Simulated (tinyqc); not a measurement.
## Voltage drop against the resistance of a horizontal segment

A grid of 25 by 25 nodes with segments Rx (rows) and Ry (columns); every node draws I1 and the central node kh I1; pads with resistance Rp sit at the nodes whose row and column are multiples of the pitch, counting from 0. The drops u = Vdd - V follow from G u = i, with G the conductance matrix and i the load currents, solved directly. Here the pitch is 3.

Inputs (values chosen for the exercise):
- Vdd = 0.8 V (supply voltage)
- Ry = 0.18 ohm (resistance of a vertical segment)
- Rp = 0.1 ohm (resistance from a pad node to the supply)
- kh = 3 (factor on the load at the hot node)
- I1 = 0.05 mA (load current of a node in the large grid)

Result of one run:
```
Rx (ohm)	pads	worst drop (mV)	mean drop (mV)	largest drop at a pad (mV)	largest pad current (mA)	worst drop over Vdd (%)
0.03	81	0.05586	0.04776	0.04617	0.4617	0.006982
```

What becomes of these results when the resistance of a horizontal segment Rx is changed from 0.03 to 0.12 ohm, all else the same?

Result of the changed run:
```
Rx (ohm)	pads	worst drop (mV)	mean drop (mV)	largest drop at a pad (mV)	largest pad current (mA)	worst drop over Vdd (%)
0.12	81	0.06440	0.05349	0.04873	0.4873	0.008050
```

The whole series:
```
Rx (ohm)	pads	worst drop (mV)	mean drop (mV)	largest drop at a pad (mV)	largest pad current (mA)	worst drop over Vdd (%)
0.015	81	0.05369	0.04652	0.04499	0.4499	0.006712
0.03	81	0.05586	0.04776	0.04617	0.4617	0.006982
0.06	81	0.05925	0.04992	0.04748	0.4748	0.007406
0.12	81	0.06440	0.05349	0.04873	0.4873	0.008050
0.24	81	0.07245	0.05922	0.04977	0.4977	0.009057
0.48	81	0.08601	0.06867	0.05056	0.5056	0.01075
0.96	81	0.1109	0.08537	0.05115	0.5115	0.01386
```

The worst drop rises from 0.0537 to 0.111 mV and the mean drop rises from 0.0465 to 0.0854 mV. The worst drop goes as Rx^(0.06) between the first two rows and Rx^(0.37) between the last two. The central node is itself a pad.

Numbers from tinyqc (`OMP_NUM_THREADS=1 python tinyqc.py 2770209 2770210 out.jsonl`; about 0.3 s on one thread of a shared Intel Xeon 2.30GHz).
